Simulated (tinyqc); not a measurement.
Which input was changed? Model: Rutherford backscattering from a thin compound film on silicon: kinematics, yields, composition and thickness. Computed by tinyqc, a small Python program. Command: `OMP_NUM_THREADS=1 python tinyqc.py 3023528 3023529 out.jsonl rbs which`. One thread of a shared host (Intel(R) Xeon(R) Processor @ 2.30GHz), about 0.05 s of CPU time with the checks.

Singly charged helium ions (Z1 = 2, M1 = 4.0026 u) enter at the tilt angle a1 to the normal and leave at a2 = |180 - theta - tilt| in the same plane. The film is A B_x.

Inputs (values chosen for the exercise, modelled on a helium beam on WSi2):
```
quantity                                value           unit
beam energy E0                            1.8            MeV
scattering angle theta                    160        degrees
tilt of the sample                          7        degrees
heavy element: Z_A                         74              -
heavy element: mass M_A                 183.8              u
heavy element: stopping eps_A at 2 MeV    114  1e-15 eV cm^2
light element: Z_B                         14              -
light element: mass M_B                 28.09              u
light element: stopping eps_B at 2 MeV     47  1e-15 eV cm^2
atoms of B per atom of A, x              1.83              -
atomic density of the film               71.3         1/nm^3
film thickness d                           13             nm
collected charge                           24   microcoulomb
detector solid angle                        3            msr
detector resolution (FWHM)                 12            keV
```

Constants: e^2/(4 pi eps_0) = 14.39964548 eV angstrom; e = 1.602176634e-19 C.

Method:
- Kinematic factor K = [(sqrt(M^2 - M1^2 sin^2 theta) + M1 cos theta)/(M + M1)]^2.
- Surface edges lie at K E0; substrate silicon has M = 28.09 u. Mass resolution at M_A = resolution/(E0 dK/dM).
- Stopping per atom eps(E) = eps(2 MeV) (E/2 MeV)^(-0.4) (a law chosen for the exercise); Bragg rule eps_film = (eps_A + x eps_B)/(1 + x); areal density N d, with 1/nm^2 = 0.1 x 1e15/cm^2.
- Width of the signal of element i: [K_i eps(E0)/cos a1 + eps(K_i E0)/cos a2] N d; depth resolution = resolution x d/width of A; energy lost on the way in = eps(E0) N d/cos a1.
- Rutherford cross section in the laboratory frame: sigma = (Z1 Z e^2/(4 pi eps_0 4E))^2 (4/sin^4 theta) (r + cos theta)^2/r, r = sqrt(1 - (M1 sin theta/M)^2), times the screening factor 1 - 0.049 Z1 Z^(4/3)/E (E in keV); 1 angstrom^2 = 1e8 barn.
- Counts = (charge/e) x solid angle x sigma(E_mean) x areal density of the element/cos a1, E_mean = E0 - half the energy lost on the way in; 1 barn = 1e-24 cm^2. The ratio of areas returns x = (Y_B/Y_A)(sigma_A/sigma_B), with the counting error sqrt(1/Y_A + 1/Y_B).

Task: One of these inputs alone was changed, within the range given: atomic density of the film (35.65 to 142.6); film thickness d (6.5 to 26); heavy element: stopping eps_A at 2 MeV (57 to 228); detector resolution (FWHM) (6 to 24). Which one, and to what value?

Results:
```
run     energy lost on the way in (keV)  depth resolution (nm)  counting error of x without background (%)
before                         6.884152               11.48748                                    1.104522
after                          8.226494                9.61303                                    1.104110
```

Result:

Each candidate set to reproduce energy lost on the way in, and what it then gives:
```
candidate                                               range searched  value needed  depth resolution (nm)  counting error of x without background (%)
atomic density of the film (1/nm^3)                     35.65 to 142.6         85.20                  9.613                                      1.0100
film thickness d (nm)                                        6.5 to 26         15.53                 11.487                                      1.0100
heavy element: stopping eps_A at 2 MeV (1e-15 eV cm^2)       57 to 228         153.0                  9.613                                      1.1041
detector resolution (FWHM) (keV)                               6 to 24     no effect                      -                                           -
```

Only heavy element: stopping eps_A at 2 MeV fits every result: it went from 114 to 153 1e-15 eV cm^2. The next best candidate, atomic density of the film, misses one result by 8.5 %.

Caution: the silicon signal of the film merges with that of the substrate, so only the width of A can be read directly. Caution: film and substrate silicon overlap, so Y_B must be separated by a fit.
